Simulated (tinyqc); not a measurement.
Ideality, resistance and saturation current from three points.

Question. Well above I0 a diode obeys V = n Vt ln(I/I0) + Rs I. Find n, Rs and I0.

Inputs (values chosen for the exercise):
```
symbol,value,unit,meaning
T,250,K,temperature
```

Constants: q = 1.602176634e-19 C, kB = 1.380649e-23 J/K, Vt = kB T/q. Results are converted to the units shown.

I (A): [3.3e-5, 0.00035, 0.0037]
V (V): [0.085026365, 0.16090648, 0.38835345]

Solution. The equation is linear in a = n Vt, Rs and c = -a ln I0; three points give a 3 x 3 system.

n = 1.180
Rs = 50.00 ohm
I0 = 1.242e-6 A

Program tinyqc, `OMP_NUM_THREADS=1 python tinyqc.py 2640141 2640142 out.jsonl`; Intel Xeon 2.30GHz, shared host, one thread, about 0.01 s.
